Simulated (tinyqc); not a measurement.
Domain walls in a thin film with perpendicular anisotropy: Bloch, Neel and chiral walls, motion and stripe domains: one step, computed by the program tinyqc. Command: `OMP_NUM_THREADS=1 python tinyqc.py 3012449 3012450 out.jsonl mwall walk`. One thread of a shared host (Intel(R) Xeon(R) Processor @ 2.30GHz), about 0.01 s of CPU time with the checks.

One-dimensional wall: polar angle theta(x), azimuth phi of the moment in the wall (phi = 0 Neel, 90 degrees Bloch). mu_0 = 1.25663706212e-6 T m/A, gamma = 1.76085963023e11 rad/(s T).

Question. Width and energy of the Bloch wall. K_eff = K_u - mu_0 M_s^2/2; Delta = sqrt(A/K_eff); sigma_0 = 4 sqrt(A K_eff); profile theta = 2 arctan exp(x/Delta); quality factor Q = 2 K_u/(mu_0 M_s^2).

Inputs (values chosen for the exercise, for a model film): saturation magnetisation M_s = 658 kA/m; exchange stiffness A = 21 pJ/m; uniaxial anisotropy K_u = 699 kJ/m^3.

Give: K_eff; width parameter Delta; sigma_0; quality factor Q.

Answer.

K_eff = 427.0 kJ/m^3

width parameter Delta = 7.013 nm

sigma_0 = 11.98 mJ/m^2

quality factor Q = 2.569
